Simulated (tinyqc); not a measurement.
Lossy package transmission line with skin effect: one step of the calculation.

A uniform line in a homogeneous dielectric: c = sqrt(er)/(c0 Z0), l = Z0 sqrt(er)/c0 (c0 = 299792458 m/s), g = w c td, w = 2 pi f. The resistance joins its limits as r = sqrt(r_dc^2 + r_hf^2), with r_dc = rho/(wd th), r_hf = kr rho/(2 delta (wd + th)), delta = sqrt(rho/(pi f mu0)), mu0 = 4 pi 1e-7 H/m; this is an interpolation, and internal inductance, up to 0.05 nH/mm at low frequency, is neglected.

Problem. Propagation constant and impedance. gamma = sqrt((r + i w l)(g + i w c)) = alpha + i beta, Zc = sqrt((r + i w l)/(g + i w c)), roots with positive real part; loss 8.685889638 alpha in dB; phase velocity w/beta.

Values chosen for this exercise: length len = 22 mm; frequency f = 0.86 GHz.

r = 0.11334807 ohm/mm
l = 0.20221249 nH/mm
c = 165.07142 pF/m
g = 0 S/m

Find: gamma len; Zc; loss; phase velocity over c0; r/(w l).

Solution.

gamma len = 0.0356+0.6877i
Zc = 35.05-1.81i ohm
loss = 0.01405 dB/mm
phase velocity over c0 = 0.5766
r/(w l) = 0.1037

Computed by the program tinyqc: `OMP_NUM_THREADS=1 python tinyqc.py 2810142 2810143 out.jsonl`, one thread of a shared Intel Xeon 2.30GHz, about 0.01 s for the whole run.
